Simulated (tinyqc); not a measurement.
Switching field against angle and time: single-domain magnet: Stoner-Wohlfarth switching, Neel-Arrhenius retention, LLG dynamics and spin torque. Computed by tinyqc, a small Python program. Command: `OMP_NUM_THREADS=1 python tinyqc.py 3002027 3002028 out.jsonl macro walk`. One thread of a shared host (Intel(R) Xeon(R) Processor @ 2.30GHz), about 0.01 s of CPU time with the checks.

The moment is uniform, with unit vector m; z is the easy axis. mu_0 = 1.25663706212e-6 T m/A, gamma = 1.76085963023e11 rad/(s T).

Inputs (values chosen for the exercise, for a model magnet):

| quantity | value | unit |
|---|---|---|
| saturation magnetisation M_s | 1010 | kA/m |
| diameter d | 5 | nm |
| aspect ratio p | 4.4 | - |
| bulk anisotropy K_u | 110 | kJ/m^3 |
| exchange stiffness A | 19 | pJ/m |
| temperature T | 77 | K |
| attempt frequency f0 | 1 | GHz |
| waiting time t_w | 3.15e+08 | s |

Shape: prolate spheroid, easy axis along it.

Constants: k_B = 1.380649e-23 J/K.

Method:
- N_z = [p ln(p + sqrt(p^2 - 1))/sqrt(p^2 - 1) - 1]/(p^2 - 1); V = pi d^3 p/6; K_eff = K_u + K_shape, K_shape = -(mu_0 M_s^2/4)(3 N_z - 1); mu_0 H_K = 2 K_eff/M_s.
- Delta = K_eff V/(k_B T); tau = exp(Delta)/f0; probability of a flip within t_w: P = 1 - exp(-t_w/tau). Wall width parameter sqrt(A/K_eff); a two-domain state costs 4 sqrt(A K_eff) times the cross-section that the wall cuts (pi d^2/4).
- Energy over K_eff V: e(theta) = sin^2(theta) + 2 h cos(theta - psi) for m at the angle theta from +z and a field that points at psi from -z (it pulls m away from +z towards negative theta); h_sw = (cos^(2/3) psi + sin^(2/3) psi)^(-3/2).
- Switching field at T: the h at which the exact barrier equals ln(f0 t_w/ln 2) k_B T (0 if the zero-field barrier is lower). Sharrock form: h_sw [1 - (ln(f0 t_w/ln 2)/Delta)^(1/n)], n = 0.86 + 1.14 h_sw.

stability factor Delta = 99.3086

Fields over H_K:

| psi (degrees) | h_sw at T = 0 | thermal, exact barrier | thermal, Sharrock form |
|---|---|---|---|
| 1 | 0.90707 | 0.35134 | 0.34100 |
| 10 | 0.67381 | 0.29493 | 0.28447 |
| 20 | 0.57365 | 0.26011 | 0.25562 |
| 30 | 0.52402 | 0.24108 | 0.24008 |
| 45 | 0.50000 | 0.23151 | 0.23224 |
| 60 | 0.52402 | 0.24108 | 0.24008 |
| 75 | 0.61466 | 0.27499 | 0.26782 |
| 89 | 0.90707 | 0.35134 | 0.34100 |

At T = 0 the field is least at 45 degrees, H_K/2, and symmetric about it. Thermal help lowers it to 39 % at 1 degree and 46 % at 45 degrees; the Sharrock form misses the exact barrier by at most about 0.010 H_K, at psi = 10 (and its mirror angle).

Extremes, crossings and ranges named in words are read from the listed rows.
